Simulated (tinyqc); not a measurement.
What each parameter does: ellipsoidal valleys in the axes of a wafer and a channel.

Valleys with axes a along [111], [1-1-1], [-11-1] and [-1-11], one whole valley each; inverse mass tensor w = 1/mt + (1/ml - 1/mt) a a. Device axes: z = nz/|nz|, x = nx/|nx|, y = z cross x; in them a = (ax, ay, az). Confinement mass mz = 1/w_zz. In the plane w_ij is replaced by u_ij = w_ij - w_iz w_jz/w_zz (i, j = x, y); density-of-states mass md = 1/sqrt(det u); conductivity mass along x mc = 1/u_xx; ballistic transport mass mx = u_yy/det u, width mass my = 1/u_yy.

Hard walls: E_n = c (n pi/t)^2/mz, c = hbar^2/2m0, n = 1, 2, 3. Non-degenerate share of a valley proportional to md sum_n exp(-E_n/kT); mean 1/mc = sum of share/mc. 1 nm = 10 angstrom.

Constants: hbar^2/2m0 = 3.80998211 eV angstrom^2; kB = 8.617333262e-05 eV/K.

Inputs chosen for the exercise (near those of the L valleys of Ge; not measured data):

| symbol | value | unit | meaning |
|---|---|---|---|
| ml | 1.566 | m0 | longitudinal mass |
| mt | 0.084 | m0 | transverse mass |
| nz | (1, 1, 0) |  | surface normal (confinement) |
| nx | (1, -1, 0) |  | channel direction |
| t | 6.4 | nm | thickness of the film |
| T | 300 | K | temperature |

Lowest E1, its share and the mean conductivity mass.

Results for these values:

| case | lowest E1 (meV) | share | mean mc (m0) |
|---|---|---|---|
| base | 40.34 | 0.8983 | 0.0898 |

What happens to each result for ml = 1.723 m0, all else kept?

Answer: lowest E1 falls from 40.34 to 39.98; share rises from 0.8983 to 0.8991; mean mc falls from 0.0898 to 0.0897.

The same for each parameter in turn:

| case | lowest E1 (meV) | share | mean mc (m0) |
|---|---|---|---|
| base | 40.34 | 0.8983 | 0.0898 |
| ml = 1.723 m0 | 39.98 | 0.8991 | 0.0897 |
| mt = 0.076 m0 | 44.17 | 0.9218 | 0.0800 |
| t = 5.76 nm | 49.80 | 0.9425 | 0.0872 |
| T = 270 K | 40.34 | 0.9221 | 0.0883 |

Computed by tinyqc, a small Python program: `OMP_NUM_THREADS=1 python tinyqc.py 1881169 1881170 out.jsonl` (the numbers bound the seed that draws the inputs); one thread of a shared host (Intel(R) Xeon(R) Processor @ 2.30GHz), about 0.01 s for the whole set of steps.
